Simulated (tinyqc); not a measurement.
Speciation in dilute and buffered hydrofluoric acid, oxide etch rate and bath loading: one step, computed by the program tinyqc.

Concentrations stand for activities, NH4+ and Cl- are spectators, and water ionisation is neglected. H, F and HF2 denote the ions H+, F- and HF2-. The base temperature is 298 K.

Problem. Etch rate. Rate = k_a ([HF] + 2 [H2F2]) + k_b [HF2], an empirical two-term form. Time = oxide/rate; a temperature error changes the rate by exp((E_a/k_B)(1/298 - 1/(298 + error))) - 1.

Inputs (values chosen for the exercise, of the order of those for thermal oxide at room temperature):
```
quantity                         value            unit
rate constant of neutral HF k_a     18  nm L/(min mol)
rate constant of HF2 k_b            68  nm L/(min mol)
activation energy                 0.41              eV
temperature error                  2.7               K
oxide removed per wafer            9.6              nm
```

[HF] = 0.09391986 mol/L

[H2F2] = 0.02196414 mol/L

[HF2] = 4.494976e-04 mol/L

Constants: k_B = 8.617333262e-05 eV/K.

Give: etch rate; share of HF2 in the rate; etch time; rate change from the temperature error.

Solution.

etch rate = 2.5118 nm/min

share of HF2 in the rate = 1.2169 %

etch time = 229.31 s

rate change from the temperature error = 15.414 %
